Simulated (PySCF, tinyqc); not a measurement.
Worked calculation: FCI on RHF in the sto-3g basis, for H4, spin multiplicity 1. The lowest restricted solution is unstable here: a spin-polarised one lies 0.0433 hartree lower (PySCF). One step of it, computed by the program tinyqc.

Problem. FCI: roots. Diagonalise (each vector has its largest component positive (the first on a tie)); all determinants have Ms = 0, so triplets appear too. The lowest singlet root is the correlation energy.

Occupation strings over the orbitals (2 doubly, a alpha, b beta, 0 empty; spin orbitals ordered 1a 1b 2a 2b ...): 2200 aabb 2020 abab 2002 abba baab 0220 baba 0202 bbaa 0022

H - E(HF) between determinants (hartree):
```
           2200       aabb       2020       abab       2002       abba       baab       0220
2200   0.000000  -0.015416   0.104210  -0.102618   0.122720   0.118035   0.118035   0.114069
aabb  -0.015416   0.613351   0.102618  -0.104210  -0.118035  -0.122720  -0.114069  -0.118035
2020   0.104210   0.102618   0.642940   0.083194   0.200100  -0.185812  -0.185812   0.182037
abab  -0.102618  -0.104210   0.083194   0.758700   0.185812  -0.200100  -0.182037   0.185812
2002   0.122720  -0.118035   0.200100   0.185812   0.783221  -0.067778  -0.067778   0.000000
abba   0.118035  -0.122720  -0.185812  -0.200100  -0.067778   0.790223   0.000000  -0.067778
baab   0.118035  -0.114069  -0.185812  -0.182037  -0.067778   0.000000   0.790223  -0.067778
0220   0.114069  -0.118035   0.182037   0.185812   0.000000  -0.067778  -0.067778   0.797649
baba  -0.102618  -0.101056   0.083194   0.000000   0.185812  -0.182037  -0.200100   0.185812
0202   0.101056   0.102618   0.000000   0.083194   0.182037  -0.185812  -0.185812   0.200100
bbaa  -0.015416   0.000000   0.102618  -0.101056  -0.118035  -0.114069  -0.122720  -0.118035
0022   0.000000  -0.015416   0.101056  -0.102618   0.114069   0.118035   0.118035   0.122720

           baba       0202       bbaa       0022
2200  -0.102618   0.101056  -0.015416   0.000000
aabb  -0.101056   0.102618   0.000000  -0.015416
2020   0.083194   0.000000   0.102618   0.101056
abab   0.000000   0.083194  -0.101056  -0.102618
2002   0.185812   0.182037  -0.118035   0.114069
abba  -0.182037  -0.185812  -0.114069   0.118035
baab  -0.200100  -0.185812  -0.122720   0.118035
0220   0.185812   0.200100  -0.118035   0.122720
baba   0.758700   0.083194  -0.104210  -0.102618
0202   0.083194   0.878767   0.102618   0.104210
bbaa  -0.104210   0.102618   0.613351  -0.015416
0022  -0.102618   0.104210  -0.015416   1.271122
```

Give: lowest roots of this matrix, relative to E(HF); lowest vectors; <S^2> of these roots; weight of the ground state by excitation level 0, 1, 2, ....

Solution.

lowest roots of this matrix, relative to E(HF) (hartree): -0.1395  0.1638  0.1713  0.6128  0.6148  0.7508  0.7669  0.7987

lowest vectors:
```
       root 1   root 2  root 3   root 4
2200   0.9095   0.0123  0.0000   0.0000
aabb   0.0064  -0.2833  0.4082   0.7059
2020  -0.1630   0.5217  0.0000   0.0000
abab   0.1396   0.1407  0.4082   0.0198
2002  -0.1485  -0.4345  0.0000   0.0000
abba  -0.1460   0.1426  0.4082   0.0364
baab  -0.1460   0.1426  0.4082  -0.0364
0220  -0.1394  -0.4196  0.0000   0.0000
baba   0.1396   0.1407  0.4082  -0.0198
0202  -0.1229   0.3493  0.0000   0.0000
bbaa   0.0064  -0.2833  0.4082  -0.7059
0022   0.0898  -0.0014  0.0000   0.0000
```

<S^2> of these roots: 0.0000  0.0000  6.0000  2.0000  0.0000  2.0000  0.0000  2.0000

weight of the ground state by excitation level 0, 1, 2, ...: 0.8271  0.0000  0.1648  0.0000  0.0081

The reference has a weight of only 0.83: one determinant is a poor start here.
